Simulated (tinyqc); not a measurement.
Barrier thickness: exchange-split free-electron bands and tunnelling magnetoresistance.

Majority and minority bands E = c k^2/m -/+ Dx/2, c = hbar^2/2m0, so k_up = sqrt(m (EF + Dx/2)/c), k_dn = sqrt(m (EF - Dx/2)/c); n_s = k_s^3/(6 pi^2), D_s = m k_s/(4 pi^2 c).

Barrier: kappa = sqrt(mb phi/c), c = hbar^2/2m0. With a = k1/m, b = k2/m, w = kappa/mb, the transmission at normal incidence is T(k1, k2) = 4 a b w^2/[w^2 (a + b)^2 + (w^2 + a^2)(w^2 + b^2) sinh^2(kappa d)]. Parallel: G_P = T(up, up) + T(dn, dn); antiparallel: G_AP = 2 T(up, dn); TMR = (G_P - G_AP)/G_AP. Julliere: TMR = 2 P^2/(1 - P^2). Slonczewski factor: P_eff = P_k (w^2 - a_up a_dn)/(w^2 + a_up a_dn), P_k = (k_up - k_dn)/(k_up + k_dn).

Constants: hbar^2/2m0 = 3.80998211 eV angstrom^2.

Inputs chosen for the exercise:

| symbol | value | unit | meaning |
|---|---|---|---|
| EF | 5.31 | eV | Fermi energy above the mean band bottom |
| Dx | 3.11 | eV | exchange splitting |
| m | 1.14 | m0 | mass in the electrodes |
| phi | 1.25 | eV | barrier height above EF |
| mb | 0.31 | m0 | mass in the barrier |

Results:

| d (angstrom) | kappa d | G_P | G_AP | TMR (%) |
|---|---|---|---|---|
| 1 | 0.319 | 1.81 | 1.77 | 2.07 |
| 2 | 0.638 | 1.35 | 1.33 | 1.55 |
| 4 | 1.276 | 0.527 | 0.524 | 0.61 |
| 6 | 1.913 | 0.163 | 0.163 | 0.20 |
| 8 | 2.551 | 0.0469 | 0.0469 | 0.06 |
| 10 | 3.189 | 0.0132 | 0.0132 | 0.03 |
| 13 | 4.146 | 0.00195 | 0.00195 | 0.01 |
| 16 | 5.103 | 0.000288 | 0.000288 | 0.01 |
| 20 | 6.378 | 2.25e-05 | 2.25e-05 | 0.01 |

Give the missing row, d (angstrom) = 3.

Computed row:
```
d (angstrom)  kappa d    G_P   G_AP  TMR (%)
3               0.957  0.884  0.875     1.01
```

For thick barriers each angstrom costs a factor exp(2 kappa) = 1.89 in both conductances, and TMR settles at 0.01 % (the interface factor, which vanishes at (kappa/mb)^2 = k_up k_dn/m^2, reduces it below the value from the polarisation of k alone); it is within 0.1 point of that from d = 8 angstrom on. At 1 angstrom it is 2.07 %, where the barrier is thin and the mismatch of k_up and k_dn starts to rule, as it does fully for d -> 0.

(tinyqc, `OMP_NUM_THREADS=1 python tinyqc.py 1681406 1681407 out.jsonl`, Intel(R) Xeon(R) Processor @ 2.30GHz, 1 thread, shared host, about 0.01 s.)
